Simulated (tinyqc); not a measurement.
## Frequency dispersion of an accumulation capacitance by border traps, distributed model: capacitance and loss against frequency

Traps spread evenly through the insulator exchange electrons with the semiconductor by tunnelling, with tau(x) = t0 exp(2 ka x) at depth x from the interface. The admittance per area Y seen at depth x obeys dY/dx = -Y^2/(i w eps0 eox) + q Nb ln(1 + i w tau)/tau, with Y(0) = i w Cs and w = 2 pi f; the gate sees Y(tox) = G + i w C. Working variable y = Y/(i w), in uF/cm^2. Cox = eps0 eox/tox.

Cox; trap-free value 1/(1/Cox + 1/Cs); response depth d = ln(1/(w t0))/(2 ka), where w tau = 1; lumped estimate: all traps within d act as C_bt = q Nb d placed at d/2, so C = 1/{1/[1/(1/Cs + d/(2 eps0 eox)) + C_bt] + (tox - d/2)/(eps0 eox)}. C and G from a fine integration; dispersion -d C/d log10 f over C, from f times and over 1.1. For a broad spread of time constants G/w is close to -(pi/2) dC/d ln w.

Values chosen for this exercise; permittivity close to that of zirconium oxide:

| symbol | value | unit | meaning |
|---|---|---|---|
| eox | 22.5 |  | relative permittivity of the insulator |
| tox | 3.8 | nm | insulator thickness |
| Cs | 0.52 | uF/cm^2 | semiconductor capacitance in accumulation |
| Nb | 4.1e19 | cm^-3 eV^-1 | density of border traps |
| ka | 3 | 1/nm | decay constant of the wave function in the insulator |
| t0 | 5e-9 | s | time constant of a trap at the interface |

Constants: q = 1.602176634e-19 C, eps0 = 8.8541878128e-14 F/cm where lengths are in cm. Results are converted to the units shown.

The same in every row: trap-free C (uF/cm^2) = 0.4731.

Capacitance and loss against frequency:
```
f (Hz)  d (nm)  C (uF/cm^2)  G/w (uF/cm^2)  dispersion (% a decade)  -(pi/2) dC/d ln w (uF/cm^2)  lumped C (uF/cm^2)
10       2.496        1.810         0.1383                    11.20                       0.1382               1.681
100      2.112        1.612         0.1326                    12.03                       0.1323               1.502
1000     1.728        1.421         0.1288                    13.25                       0.1285               1.323
10000    1.344        1.234         0.1270                    15.05                       0.1267               1.144
1e5     0.9605        1.048         0.1273                    17.76                       0.1271              0.9612
1e6     0.5767       0.8607         0.1287                    22.08                       0.1296              0.7730
1e7     0.1930       0.6681         0.1221                    28.84                       0.1314              0.5763
```

Read the table: what changes, and by how much?

C falls from 1.810 to 0.6681 uF/cm^2, towards the trap-free 0.4731; each decade of frequency removes ln 10/(2 ka) = 0.384 nm from the response depth. The dispersion rises from 11.2 to 28.8 % a decade and G/w moves up and down between 0.122 and 0.138 uF/cm^2. G/w lies between 0.929 and 1.00 times -(pi/2) dC/d ln w, the relation for a broad spread of time constants.

tinyqc, about 0.3 s, one thread, Intel Xeon 2.30GHz (shared host): `OMP_NUM_THREADS=1 python tinyqc.py 2202121 2202122 out.jsonl`
